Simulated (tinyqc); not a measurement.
Inside a calculation. Model: cluster expansion of a binary alloy: correlations, fit, cross-validation and ground states. Computed by tinyqc, a small Python program that keeps every step. Command: `OMP_NUM_THREADS=1 python tinyqc.py 3009243 3009244 out.jsonl clex walk`. One thread of a shared host (Intel(R) Xeon(R) Processor @ 2.30GHz), about 0.1 s of CPU time with the checks. Intermediate numbers are printed to about 7 digits and carried at full precision; extremes and crossings named in words are read from the listed rows.

s = +1 for A and -1 for B. Energy per site E = J0 + J1 P(point) + sum over clusters of m V P, with P the mean product of spins; V > 0 on a pair favours unlike neighbours. Clusters per site m: pair 1 6, pair 2 3, pair 3 12, triplet 8; the triplet is the triangle of first neighbours. Formation energies are counted from the line between pure A and pure B, which removes J0 and J1.

Inputs (values chosen for the exercise, for a model alloy):
```
quantity                    value      unit
first-pair interaction V1   -8.13       meV
second-pair interaction V2   -4.6       meV
third-pair interaction V3   -0.65       meV
triplet interaction Vt       -1.7       meV
noise amplitude               1.1  meV/site
temperature T                 350         K
fraction x of B              0.19         -
```

Lattice: fcc.

Constants: k_B = 8.617333262e-05 eV/K.

## Design matrix

correlations P, counted on periodic cells:
```
                       point     pair 1     pair 2     pair 3    triplet
A                   1.000000   1.000000   1.000000   1.000000   1.000000
A3B L1_2            0.500000   0.000000   1.000000   0.000000  -0.500000
A3B D0_22           0.500000   0.000000   0.666667   0.333333  -0.500000
A3B (001) layers    0.500000   0.333333   0.666667   0.000000   0.500000
A2B (001) layers    0.333333   0.111111   0.555556  -0.333333   0.333333
AB L1_0             0.000000  -0.333333   1.000000  -0.333333   0.000000
AB L1_1             0.000000   0.000000  -1.000000   0.000000   0.000000
A2B2 (001) layers   0.000000   0.333333   0.333333  -0.333333   0.000000
AB2 (001) layers   -0.333333   0.111111   0.555556  -0.333333  -0.333333
AB3 L1_2           -0.500000   0.000000   1.000000   0.000000   0.500000
AB3 D0_22          -0.500000   0.000000   0.666667   0.333333   0.500000
AB3 (001) layers   -0.500000   0.333333   0.666667   0.000000  -0.500000
B                  -1.000000   1.000000   1.000000   1.000000  -1.000000
```

Design matrix of formation energies: m (P - 1) for pairs and m (P(triplet) - P(point)) for the triplet; x = (1 - P(point))/2.

X:
```
                     pair 1    pair 2     pair 3   triplet
A                   0.00000   0.00000    0.00000   0.00000
A3B L1_2           -6.00000   0.00000  -12.00000  -8.00000
A3B D0_22          -6.00000  -1.00000   -8.00000  -8.00000
A3B (001) layers   -4.00000  -1.00000  -12.00000   0.00000
A2B (001) layers   -5.33333  -1.33333  -16.00000   0.00000
AB L1_0            -8.00000   0.00000  -16.00000   0.00000
AB L1_1            -6.00000  -6.00000  -12.00000   0.00000
A2B2 (001) layers  -4.00000  -2.00000  -16.00000   0.00000
AB2 (001) layers   -5.33333  -1.33333  -16.00000   0.00000
AB3 L1_2           -6.00000   0.00000  -12.00000   8.00000
AB3 D0_22          -6.00000  -1.00000   -8.00000   8.00000
AB3 (001) layers   -4.00000  -1.00000  -12.00000   0.00000
B                   0.00000   0.00000    0.00000   0.00000
```

## Formation energies

standard normal numbers for the noise (0 for the pure ends): A 0.000, A3B L1_2 0.051, A3B D0_22 1.135, A3B (001) layers -1.235, A2B (001) layers 0.600, AB L1_0 -0.562, AB L1_1 0.362, A2B2 (001) layers -0.427, AB2 (001) layers 1.316, AB3 L1_2 0.087, AB3 D0_22 0.043, AB3 (001) layers 0.131, B 0.000

Exact: X V with V = (V1, V2, V3, Vt). The data to fit add the noise amplitude times the normal numbers, standing for what the clusters leave out.

exact energies (meV/site): A 0.00000, A3B L1_2 70.18000, A3B D0_22 72.18000, A3B (001) layers 44.92000, A2B (001) layers 59.89333, AB L1_0 75.44000, AB L1_1 84.18000, A2B2 (001) layers 52.12000, AB2 (001) layers 59.89333, AB3 L1_2 42.98000, AB3 D0_22 44.98000, AB3 (001) layers 44.92000, B 0.00000

data (meV/site): A 0.00000, A3B L1_2 70.23610, A3B D0_22 73.42850, A3B (001) layers 43.56150, A2B (001) layers 60.55333, AB L1_0 74.82180, AB L1_1 84.57820, A2B2 (001) layers 51.65030, AB2 (001) layers 61.34093, AB3 L1_2 43.07570, AB3 D0_22 45.02730, AB3 (001) layers 45.06410, B 0.00000

## Normal equations for V1, V2, Vt

Leave out pair 3: A = X^T X and b = X^T E (E being the data with noise) over these three columns; solve A V = b. The root-mean-square error runs over the structures between the pure ends.

matrix A:
```
          V1       V2        Vt
V1  348.8889  78.2222    0.0000
V2   78.2222  47.5556    0.0000
Vt    0.0000   0.0000  256.0000
```

b (meV): -3707.856  -980.377  -444.493

fitted V1, V2, Vt (meV): -9.514268  -4.965765  -1.736300

root-mean-square error of the three-cluster fit = 2.477599 meV/site

The fit misses V1 by -1.38, V2 by -0.37 and Vt by -0.04 meV; the omitted V3 = -0.65 meV and the noise shift the fitted values.

## Which clusters to keep

For each set, H = X (X^T X)^-1 X^T over the structures between the ends; residual e = E - H E; leave-one-out error e_i/(1 - H_ii); both as root mean squares.

Fits:
```
clusters     fit error (meV/site)  leave-one-out error (meV/site)  largest H_ii
V1                       11.98294                        13.40017     0.1834395
V1 V2                     8.73497                        10.79430     0.8249873
V1 V3                    11.32360                        13.66140     0.3483902
V1 V2 Vt                  2.47760                         4.94354     0.8249873
V1 Vt                     8.56912                        10.35393     0.3531847
V1 V2 V3                  8.40735                        10.83359     0.8960469
V1 V3 Vt                  7.61989                         9.15461     0.5158578
V1 V2 V3 Vt               0.72269                         1.12401     0.8960469
```

leave-one-out error without pair 3 = 4.943542 meV/site

leave-one-out error with all four = 1.124013 meV/site

The fit error can only fall as clusters are added, to 0.72 meV with all four. The leave-one-out error is least for V1 V2 V3 Vt (1.12 meV): dropping V2, V3 or Vt makes prediction worse at this noise.

## Ground states by the convex hull

Height above the hull = E less the lowest straight line between two structures that bracket x (or the lowest structure at the same x). The three-term fit is X V with the fitted values.

Hull among these structures (meV/site):
```
structure                 x   exact E  above hull  fitted E  above hull, fit
A                  0.000000   0.00000     0.00000   0.00000          0.00000
A3B L1_2           0.250000  70.18000    70.18000  70.97601         70.97601
A3B D0_22          0.250000  72.18000    72.18000  75.94177         75.94177
A3B (001) layers   0.250000  44.92000    44.92000  43.02284         43.02284
A2B (001) layers   0.333333  59.89333    59.89333  57.36378         57.36378
AB L1_0            0.500000  75.44000    75.44000  76.11414         76.11414
AB L1_1            0.500000  84.18000    84.18000  86.88020         86.88020
A2B2 (001) layers  0.500000  52.12000    52.12000  47.98860         47.98860
AB2 (001) layers   0.666667  59.89333    59.89333  57.36378         57.36378
AB3 L1_2           0.750000  42.98000    42.98000  43.19521         43.19521
AB3 D0_22          0.750000  44.98000    44.98000  48.16097         48.16097
AB3 (001) layers   0.750000  44.92000    44.92000  43.02284         43.02284
B                  1.000000   0.00000     0.00000   0.00000          0.00000
```

lowest exact formation energy = 0 meV/site

Only the pure ends are on the exact hull: at zero temperature the alloy separates. The fit finds the same set. A structure at zero height may lie on a tie line without being a vertex, and structures outside this list could lie lower.

## The random alloy and its short-range order

Random alloy: P(pair) = p^2, P(triplet) = p^3, p = 1 - 2x, so H_mix = (p^2 - 1) sum m V(pairs) + (p^3 - p) m Vt; G_mix = H_mix + k_B T [x ln x + (1 - x) ln(1 - x)]. To first order in 1/T the Warren-Cowley parameter of shell 1 is alpha_1 = -(1 - p^2) V_eff/(k_B T), V_eff = V1 + (number of triplets on a first-neighbour bond) p Vt, that number being 4.

mixing enthalpy H_mix = 48.51667 meV/site

mixing free energy G_mix = 33.85186 meV/site

alpha_1 = 0.2519904

alpha_1 > 0: like neighbours cluster. Caution: G_mix lies above the hull of the ordered structures at this x, so the random alloy is not the equilibrium state at T. Caution: so large an alpha_1 is beyond the first-order expansion.

Checks made by the program: leave-one-out formula against refits (relative difference below 1e-10).
